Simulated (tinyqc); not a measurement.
# Worked calculation: thin-body transistor below threshold, two-dimensional Poisson equation on a small mesh

Computed by the program tinyqc: `OMP_NUM_THREADS=1 python tinyqc.py 2480082 2480083 out.jsonl`, one thread of a shared Intel Xeon 2.30GHz, about 0.09 s for the whole run. Printed values are rounded.

A thin body on a thick buried insulator of low permittivity, taken as carrying no normal field at the bottom of the body (row 0). Mobile charge is neglected (subthreshold), the body is fully depleted, and potentials are counted from the intrinsic level; rows run upward to the gate, columns from source to drain.

Parameters, values chosen for the exercise; semiconductor permittivity close to that of germanium:
- T = 300 K (temperature)
- eps_r = 16 (relative permittivity of the semiconductor)
- eox = 3.9 (relative permittivity of the insulator)
- tb = 6 nm (body thickness)
- tox = 2 nm (insulator thickness)
- L = 35 nm (channel length)
- Na = 3e18 cm^-3 (acceptor density of the depleted body)
- Vbi = 0.5 V (potential of the source)
- Vfb = 0.09 V (gate offset)
- Vg = 0.05 V (gate voltage)
- Vd = 0.5 V (drain voltage)

Constants: q = 1.602176634e-19 C, kB = 1.380649e-23 J/K, Vt = kB T/q, eps0 = 8.8541878128e-14 F/cm where lengths are in cm. Results are converted to the units shown.

## Coefficients of the five-point equations

Mesh: rows i = 0..1 in the semiconductor (step hs = tb/1, row 1 on the interface), then 1 step(s) ho = tox/1 up to the gate row 2; columns j = 0..4 (step hy = L/4). Box integration, divided by eps0: up_i = eps hy/h of the interval above row i, dn_i = that of the interval below (0 for row 0), lat_i = (sum of eps h/2 over the intervals above and below)/hy, s_i = -q Na w_i hy/eps0 with w_i the semiconductor height of the box (hs/2 for row 0 and the interface row, hs between, 0 in the insulator). Each free node obeys (up + dn + 2 lat) psi = up psi(above) + dn psi(below) + lat [psi(left) + psi(right)] + s.

| row | up | dn | lat | s (V) |
|---|---|---|---|---|
| 0 | 23.33333 | 0 | 5.485714 | -1.424991 |
| 1 | 17.06250 | 23.33333 | 5.931429 | -1.424991 |

## The linear system

fixed values (free nodes shown as 0) (V):

|  | j=0 | j=1 | j=2 | j=3 | j=4 |
|---|---|---|---|---|---|
| row 0 | 0.500000 | 0.000000 | 0.000000 | 0.000000 | 1.000000 |
| row 1 | 0.500000 | 0.000000 | 0.000000 | 0.000000 | 1.000000 |
| row 2 | -0.040000 | -0.040000 | -0.040000 | -0.040000 | -0.040000 |

Unknowns (row, column) in the order listed; A has up + dn + 2 lat on the diagonal and -up, -dn, -lat towards free neighbours; b holds s and the terms of fixed neighbours. Fixed values: gate row Vg - Vfb; column 0 at Vbi and the last column at Vbi + Vd in the semiconductor, each running linearly to Vg - Vfb across the insulator.

A:

|  | (0,1) | (0,2) | (0,3) | (1,1) | (1,2) | (1,3) |
|---|---|---|---|---|---|---|
| (0,1) | 34.30476 | -5.48571 | 0.00000 | -23.33333 | 0.00000 | 0.00000 |
| (0,2) | -5.48571 | 34.30476 | -5.48571 | 0.00000 | -23.33333 | 0.00000 |
| (0,3) | 0.00000 | -5.48571 | 34.30476 | 0.00000 | 0.00000 | -23.33333 |
| (1,1) | -23.33333 | 0.00000 | 0.00000 | 52.25869 | -5.93143 | 0.00000 |
| (1,2) | 0.00000 | -23.33333 | 0.00000 | -5.93143 | 52.25869 | -5.93143 |
| (1,3) | 0.00000 | 0.00000 | -23.33333 | 0.00000 | -5.93143 | 52.25869 |

b (V): (0,1) 1.317866, (0,2) -1.424991, (0,3) 4.060723, (1,1) 0.858223, (1,2) -2.107491, (1,3) 3.823937

## Direct solution

Solve A psi = b.

psi at the free nodes (V): (0,1) 0.0684993, (0,2) -0.0037611, (0,3) 0.2387644, (1,1) 0.0451122, (1,2) -0.0166968, (1,3) 0.1778856

## Iteration 1: over-relaxation sweep (omega = 1.2)

psi at the start (fixed values on the edges, free nodes at the gate value) (V):

|  | j=0 | j=1 | j=2 | j=3 | j=4 |
|---|---|---|---|---|---|
| row 0 | 0.500000 | -0.040000 | -0.040000 | -0.040000 | 1.000000 |
| row 1 | 0.500000 | -0.040000 | -0.040000 | -0.040000 | 1.000000 |
| row 2 | -0.040000 | -0.040000 | -0.040000 | -0.040000 | -0.040000 |

Free nodes: rows 0..1, columns 1..3, taken row by row from row 0, left to right. t = (up psi(above) + dn psi(below) + lat [psi(left) + psi(right)] + s)/(up + dn + 2 lat), with the newest neighbours; psi(new) = psi + 1.2 (t - psi).

psi after iteration 1 (V):

|  | j=0 | j=1 | j=2 | j=3 | j=4 |
|---|---|---|---|---|---|
| row 0 | 0.500000 | 0.013775 | -0.079528 | 0.102137 | 1.000000 |
| row 1 | 0.500000 | 0.029640 | -0.084415 | 0.139035 | 1.000000 |
| row 2 | -0.040000 | -0.040000 | -0.040000 | -0.040000 | -0.040000 |

## Iteration 2: over-relaxation sweep (omega = 1.2)

As before.

psi after iteration 2 (V):

|  | j=0 | j=1 | j=2 | j=3 | j=4 |
|---|---|---|---|---|---|
| row 0 | 0.500000 | 0.052276 | -0.073212 | 0.221052 | 1.000000 |
| row 1 | 0.500000 | 0.030291 | -0.047675 | 0.171947 | 1.000000 |
| row 2 | -0.040000 | -0.040000 | -0.040000 | -0.040000 | -0.040000 |

## Course of the iteration: over-relaxation sweep (omega = 1.2)

Stop when the largest change of psi is below 1e-7 V, or after 400 iterations. Fixed values: gate row Vg - Vfb; column 0 at Vbi and the last column at Vbi + Vd in the semiconductor, each running linearly to Vg - Vfb across the insulator.

Course of the iteration:

| iteration | psi at row 0, j = 2 (V) | largest \|change\| of one entry (V) |
|---|---|---|
| 1 | -0.07952786 | 0.179 |
| 2 | -0.07321157 | 0.119 |
| 3 | -0.02281042 | 0.0504 |
| 4 | -0.008205961 | 0.0146 |
| 5 | -0.005091232 | 8.14e-3 |
| 6 | -0.004064043 | 1.50e-3 |
| 7 | -0.003827587 | 2.36e-4 |
| 8 | -0.003777965 | 7.70e-5 |
| 9 | -0.003764737 | 2.23e-5 |
| 10 | -0.003761883 | 4.37e-6 |
| 11 | -0.003761286 | 8.71e-7 |
| 12 | -0.003761140 | 1.89e-7 |
| 13 | -0.003761109 | 4.83e-8 |

Converged in 13 iterations. The changes do not fall evenly; from iteration 8 to 13 they shrink by a factor of 4.4 a step on average.

## Barrier, swing and barrier lowering

converged psi (V):

|  | j=0 | j=1 | j=2 | j=3 | j=4 |
|---|---|---|---|---|---|
| row 0 | 0.500000 | 0.068499 | -0.003761 | 0.238764 | 1.000000 |
| row 1 | 0.500000 | 0.045112 | -0.016697 | 0.177886 | 1.000000 |
| row 2 | -0.040000 | -0.040000 | -0.040000 | -0.040000 | -0.040000 |

d psi/dVg on row 0: j=0 0.0000000, j=1 0.5770021, j=2 0.7338183, j=3 0.5770021, j=4 0.0000000
d psi/dVd on row 0: j=0 0.000000, j=1 0.041234, j=2 0.133091, j=3 0.381764, j=4 1.000000

The barrier is read along row 0, the path farthest from the gate. Take the node j of lowest psi: barrier Vbi - psi_j; swing Vt ln 10/(d psi_j/dVg); DIBL = (d psi_j/dVd)/(d psi_j/dVg). The derivatives solve the same equations with s = 0 and a unit change of that voltage.

j = 2
barrier = 0.5037611 V
swing = 81.11875 mV/decade
DIBL = 181.3676 mV/V

A mesh of 12, 8 and 80 steps (semiconductor, insulator, channel) gives a barrier of 0.538 V, a swing of 79.0 mV a decade and a DIBL of 121 mV/V; the small mesh puts the barrier 6.4 % below that.
